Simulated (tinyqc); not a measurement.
# MOSFET in saturation, small-signal circuit and noise: effect of the temperature on speed and noise

Bias by the inversion coefficient IC = I/Ispec (charge-based model with velocity saturation; weak inversion below 0.1, strong above 10). Common-source circuit: gm, gds, Cgs, Cgd and Cj at the inner nodes, Rg in series with the gate; quasi-static, no source or drain resistance, no gate-body capacitance, no substrate network, no induced gate noise, so fmax is an upper estimate.

Ispec = 2 n mu Cox (W/L) Vt^2, lc = Ls/L, gms = [sqrt((lc IC + 1)^2 + 4 IC) - 1]/[2 + lc (lc IC + 1)], gm = gms Ispec/(n Vt), gds = sg gm. qs = [sqrt(1 + 4 IC) - 1]/2, Cgs = Cox W L qs (2 qs + 3)/(3 (qs + 1)^2) + Cov W, Cgd = Cov W, Cd = Cj W, Rg = Rsh (Wf/L)/(12 Nf) + Rc/W with Nf = W/Wf fingers (not rounded) contacted at both ends. fT = gm/(2 pi (Cgs + Cgd)), fmax = fT/(2 sqrt(Rg (gds + 2 pi fT Cgd))). Channel noise Sid = 4 kB T gam n gm with gam = (1/2 + (2/3) qs)/(1 + qs) + gw lc IC, qs = [sqrt(1 + 4 IC) - 1]/2, lc = Ls/L (the last term an empirical rise with velocity saturation); at the gate, white noise Sw = Sid/gm^2 + 4 kB T Rg. Number fluctuation with correlated mobility: S(f) = K/f, K = q^2 Vt lt Nt/(W L Cox^2) (1 + ac mu Cox I/gm)^2, Vt in eV with Nt per eV. Corner fc = K/Sw. IC is held fixed, and so are mu, n, Ls and Nt.

Parameters, values chosen for the exercise:
- L = 130 nm (gate length)
- W = 80 um (total gate width)
- Cox = 1.7 uF/cm^2 (gate capacitance)
- mu = 430 cm^2/(V s) (mobility)
- n = 1.39 (slope factor)
- Ls = 25 nm (velocity-saturation length)
- sg = 0.036 (ratio gds/gm)
- Cov = 0.44 fF/um (overlap and fringe capacitance per side)
- Cj = 0.65 fF/um (drain junction capacitance)
- Rsh = 10 ohm (sheet resistance of the gate)
- Wf = 2 um (finger width)
- Rc = 100 ohm um (gate contact and vertical resistance)
- IC = 0.28 (inversion coefficient)
- gw = 0.05 (short-channel excess of the noise factor)
- Nt = 1.2e18 cm^-3 eV^-1 (oxide trap density)
- lt = 0.1 nm (tunnelling length into the oxide)
- ac = 10000 V s/C (Coulomb scattering coefficient)

Constants: q = 1.602176634e-19 C, kB = 1.380649e-23 J/K, Vt = kB T/q. Results are converted to the units shown.

The same in every row: Rg (ohm) = 1.571.

Result of one run:
```
I (uA)  fT (GHz)  fmax (GHz)  sqrt(Sw) (nV/Hz^0.5)  fc (MHz)
26.00      2.732       42.21                 1.538     4.593
```

Which temperature T gave this result: 100, 200, 250 or 400 K?

T = 100 K.

The whole series:
```
T (K)  I (uA)  fT (GHz)  fmax (GHz)  sqrt(Sw) (nV/Hz^0.5)  fc (MHz)
100     26.00     2.732       42.21                 1.538     4.593
150     58.51     4.098       51.70                 1.540     7.571
200     104.0     5.464       59.70                 1.541     11.05
250     162.5     6.830       66.74                 1.543     15.05
300     234.0     8.196       73.11                 1.544     19.61
350     318.5     9.562       78.97                 1.546     24.75
400     416.0     10.93       84.43                 1.547     30.51
```

As T goes from 100 to 400 K, fT rises from 2.73 to 10.9 GHz, fmax rises from 42.2 to 84.4 GHz, the white noise rises from 1.54 to 1.55 nV/Hz^0.5 and the corner rises from 4.59 to 30.5 MHz. At fixed IC and mobility the current goes as T^2 and gm as T, which is why fT rises; a real mobility would fall with T. In every row fmax exceeds 4 fT, where channel resistance and substrate losses, left out here, would cap it. For T = 100 to 150 K band tails and dopant freeze-out, left out here, change n and the noise.

Numbers from tinyqc (`OMP_NUM_THREADS=1 python tinyqc.py 2150032 2150033 out.jsonl`; about 0.01 s on one thread of a shared Intel Xeon 2.30GHz).
